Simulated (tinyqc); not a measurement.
Inside a calculation. Method: sp3 tight binding, zinc-blende lattice. One step of it, computed by the program tinyqc.

Task: Bloch Hamiltonian at k. Slater-Koster rules over the four bonds with direction cosines (l, m, n): ss V_ss; s-px l V_sp; px-s -l V_sp; px-px l^2 V_pps + (1 - l^2) V_ppp; px-py l m (V_pps - V_ppp); each times exp(i k.d).

Parameters chosen for this model: zinc-blende lattice, anion at 0, cation at a/4 (1,1,1); V = eta hbar^2 / (m d^2), hbar^2/m = 7.619964 eV angstrom^2:
```
parameter          value      unit
a               6.360000  angstrom
d               2.753961  angstrom
Es anion      -16.740000        eV
Ep anion       -6.910000        eV
Es cation     -14.030000        eV
Ep cation      -5.490000        eV
eta ss         -1.320000
eta sp          1.420000
eta pp sigma    2.220000
eta pp pi      -0.630000
V ss           -1.326207        eV
V sp            1.426677        eV
V pp sigma      2.230439        eV
V pp pi        -0.632962        eV
```

k point k (2 pi / a): 0.560000  0.600000  0.160000

Give: H(k) at k.

Result:

H(k) at k (eV):
```
                  a s             a px             a py             a pz
a s          -16.7400           0.0000           0.0000           0.0000
a px           0.0000          -6.9100           0.0000           0.0000
a py           0.0000           0.0000          -6.9100           0.0000
a pz           0.0000           0.0000           0.0000          -6.9100
c s   -1.9251-0.8224i   0.4225+1.4453i   0.3711+1.6457i   1.9893+0.3070i
c px  -0.4225-1.4453i   0.4667+0.1994i  -2.3051-0.3557i  -0.4300-1.9070i
c py  -0.3711-1.6457i  -2.3051-0.3557i   0.4667+0.1994i  -0.4896-1.6748i
c pz  -1.9893-0.3070i  -0.4300-1.9070i  -0.4896-1.6748i   0.4667+0.1994i

                  c s             c px             c py             c pz
a s   -1.9251+0.8224i  -0.4225+1.4453i  -0.3711+1.6457i  -1.9893+0.3070i
a px   0.4225-1.4453i   0.4667-0.1994i  -2.3051+0.3557i  -0.4300+1.9070i
a py   0.3711-1.6457i  -2.3051+0.3557i   0.4667-0.1994i  -0.4896+1.6748i
a pz   1.9893-0.3070i  -0.4300+1.9070i  -0.4896+1.6748i   0.4667-0.1994i
c s          -14.0300           0.0000           0.0000           0.0000
c px           0.0000          -5.4900           0.0000           0.0000
c py           0.0000           0.0000          -5.4900           0.0000
c pz           0.0000           0.0000           0.0000          -5.4900
```
